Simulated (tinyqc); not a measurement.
Temperatures in a stack of 4 dies with leakage feedback: one step of the calculation.

One-dimensional heat flow to a sink below die 0. The power of each die is released in a plane at its top; from the plane of die j > 0 heat crosses its silicon (ts), a bond layer and the wiring of die j - 1; from die 0 it crosses t0, paste and sink. Copper shares the path through bond and wiring in parallel: k_eff = fm km + (1 - fm) k. Silicon is taken at the temperature of the plane above it. Leakage is P_l exp((T - 350 K)/Tl).

Problem. Resistances per area at 300 K. R = thickness/conductivity for each layer.

Values chosen for this exercise; conductivities of the order met in silicon, wiring layers, bonds and pastes:
- k0 = 149 W/(m K) (conductivity of silicon at 300 K)
- ts = 30 um (thickness of a thinned die)
- t0 = 775 um (thickness of the die next to the sink)
- tb = 13 um (thickness of the wiring layers)
- kb = 2.1 W/(m K) (conductivity of the wiring layers)
- tg = 1 um (thickness of a bond layer)
- kg = 0.8 W/(m K) (conductivity of the bond dielectric)
- fm = 0.1 (area share of copper through bond and wiring)
- km = 390 W/(m K) (conductivity of copper)
- Rt = 0.16 K cm^2/W (paste and lid)
- Rs = 0.28 K cm^2/W (heat sink)

Wanted: thick die; thinned die; k_eff of the bond; k_eff of the wiring; bond plus wiring; paste plus sink.

Solution.

thick die = 0.05201 K cm^2/W
thinned die = 0.002013 K cm^2/W
k_eff of the bond = 39.72 W/(m K)
k_eff of the wiring = 40.89 W/(m K)
bond plus wiring = 0.003431 K cm^2/W
paste plus sink = 0.4400 K cm^2/W

Computed by the program tinyqc: `OMP_NUM_THREADS=1 python tinyqc.py 2162053 2162054 out.jsonl`, one thread of a shared Intel Xeon 2.30GHz, about 0.03 s for the whole run.
